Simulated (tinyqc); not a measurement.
Thermal displacements in the Debye model: Debye-Waller factors, bond-length spread and the Lindemann rule: one step, computed by the program tinyqc.

A Debye spectrum with three branches of one velocity, cut at k_B Theta; 8 atoms per cube, nearest neighbours at d = 0.433013 a.

Question. Spread of the bond length. Correlated Debye model: sigma^2 = (3 hbar^2/(M k_B Theta)) int_0^1 s coth(s Theta/(2T)) [1 - sin(s q_D R)/(s q_D R)] ds for two atoms at distance R, q_D = (6 pi^2 n)^(1/3), n atoms per volume; uncorrelated motion would give 2 <u_x^2>. An EXAFS amplitude is damped by exp(-2 k^2 sigma^2).

Inputs (values chosen for the exercise, modelled on silicon):

| quantity | value | unit |
|---|---|---|
| atomic mass M | 28.09 | u |
| Debye temperature Theta | 521 | K |
| lattice constant a | 5.431 | angstrom |
| temperature T | 77 | K |
| photoelectron wave number k | 13 | 1/angstrom |

Structure: diamond.

<u_x^2> = 0.002841280 angstrom^2

Constants: hbar^2/u = 4.18015928e-03 eV angstrom^2; k_B = 8.617333262e-05 eV/K.

Give: sigma^2 of the nearest bond; correlation 1 - sigma^2/(2 <u_x^2>); EXAFS damping.

Answer.

sigma^2 of the nearest bond = 0.003341 angstrom^2

correlation 1 - sigma^2/(2 <u_x^2>) = 0.4121

EXAFS damping = 0.3233

Neighbours move partly together, which removes 41 % of the uncorrelated spread. Caution: in covalent crystals the stiff bond makes the true nearest-neighbour sigma^2 smaller than this model gives.
